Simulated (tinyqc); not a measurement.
Rigid-ion and shell models of the dielectric response of an ionic crystal. Changing the cation polarisability alpha_+. Computed by tinyqc, a small Python program. Command: `OMP_NUM_THREADS=1 python tinyqc.py 3006389 3006390 out.jsonl shell sweep`. One thread of a shared host (Intel(R) Xeon(R) Processor @ 2.30GHz), about 0.01 s of CPU time with the checks.

Charges +Z and -Z; 4 nearest neighbours, Madelung constant M = 1.638055, volume per ion pair Omega = 3.079201 d^3. Energy per pair U = -M Z^2 e2/d + 4 A exp(-d/rho), e2 = e^2/(4 pi eps_0). In the shell model the anion is a core of charge Y - Z and a massless shell of charge -Y, joined by the spring k; the repulsion acts on the shell. Each ion feels the Lorentz field E + (4 pi/3) P (Gaussian units).

Inputs (values chosen for the exercise, for a model crystal):
```
quantity,value,unit
nearest-neighbour distance d,2.42,angstrom
ionic charge Z,1,e
hardness d/rho,10.8,-
cation mass,109,u
anion mass,79.9,u
shell charge size Y,3.39,e
core-shell spring k,109,eV/angstrom^2
film thickness t,8.9,nm
```

Structure: zinc blende.

Constants: e^2/(4 pi eps_0) = 14.39964548 eV angstrom; 1 eV/angstrom^3 = 160.2176634 GPa; nu for 1 eV/(angstrom^2 u) = 15.6333042 THz; 1 THz = 33.35640952 1/cm; eps_0 = 8.8541878128e-12 F/m; h x 1 THz = 4.135667696 meV.

Method:
- Zero pressure fixes 4 A exp(-d/rho) = M Z^2 e2 rho/d^2. Then U = -(M Z^2 e2/d)(1 - rho/d), B = M Z^2 e2 (d/rho - 2)/(9 Omega d), and the spring of one sublattice against the other is R = (1/3) x (Laplacian of the repulsion summed over neighbours) = M Z^2 e2 (d/rho - 2)/(3 d^3), so R = 3 B Omega/d^2.
- Eliminating the shell gives the anion polarisability alpha_- = Y^2 e2/(k + R), the Szigeti charge Z_S = Z - Y R/(k + R) and the softened spring R' = k R/(k + R). With b = 4 pi (alpha_+ + alpha_-)/(3 Omega): eps_inf = (1 + 2b)/(1 - b) (Clausius-Mossotti); Born charge Z* = Z_S (eps_inf + 2)/3.
- mu lambda_TO = R' - (4 pi e2/(3 Omega)) Z_S^2/(1 - b); mu lambda_LO = mu lambda_TO + 4 pi e2 Z*^2/(eps_inf Omega); eps_s = eps_inf lambda_LO/lambda_TO.
- lambda in eV/(angstrom^2 u) gives the wavenumber 15.6333042 x 33.35640952 x sqrt(lambda); mu is the reduced mass.
- Capacitance per area eps_0 eps_s/t; equivalent oxide thickness EOT = t x 3.9/eps_s; the surface optical mode against silicon (eps = 11.7) lies at omega_TO sqrt[(eps_s + 11.7)/(eps_inf + 11.7)], and its squared coupling to channel electrons scales as g = hbar omega_SO [1/(11.7 + eps_inf) - 1/(11.7 + eps_s)], with hbar omega = h c x wavenumber.

One run for each value:
```
cation polarisability alpha_+ (angstrom^3),eps_s,eps_inf,Born charge Z* (e),omega_TO (1/cm),remote-phonon coupling g (meV)
0.028,2.6746,1.4972,0.9963,143.59,0.11532
0.047,2.6879,1.5046,0.9984,143.54,0.11570
0.079,2.7105,1.5172,1.0020,143.45,0.11635
0.130,2.7470,1.5375,1.0078,143.31,0.11739
0.220,2.8128,1.5740,1.0182,143.06,0.11927
0.370,2.9266,1.6363,1.0360,142.63,0.12250
0.610,3.1203,1.7408,1.0657,141.90,0.12794
1.000,3.4698,1.9239,1.1179,140.61,0.13760
1.700,4.2334,2.3020,1.2256,137.92,0.15791
```

Over the rows, eps_s rises from 2.67 to 4.23 (exponent d ln y / d ln x 0.0096 between the first rows and 0.37 between the last); eps_inf rises from 1.50 to 2.30 (exponent d ln y / d ln x 0.0096 between the first rows and 0.34 between the last); Born charge Z* (e) rises from 0.996 to 1.23 (exponent d ln y / d ln x 0.0041 between the first rows and 0.17 between the last). A more polarisable cation strengthens the local field, which raises the Born charge and softens the TO mode at once; eps_s grows faster than eps_inf.
